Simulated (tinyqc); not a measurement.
Body thickness for a wanted scale length.

Inverse problem. A double-gate structure has tan(pi ti/Lambda) tan(pi ts/(2 Lambda)) = ei/eps_r, both angles below pi/2. Find ts.

Values chosen for this exercise; permittivities: semiconductor close to that of indium arsenide, insulator close to that of zirconium oxide: relative permittivity of the semiconductor eps_r = 15; relative permittivity of the insulator ei = 25.3; insulator thickness ti = 13 nm.

Lambda = 31.311280 nm

Answer. The condition is explicit in ts: an arctangent, taken between 0 and pi/2.

ts = 8.600 nm

Numbers from tinyqc (`OMP_NUM_THREADS=1 python tinyqc.py 2420086 2420087 out.jsonl`; about 0.01 s on one thread of a shared Intel Xeon 2.30GHz).
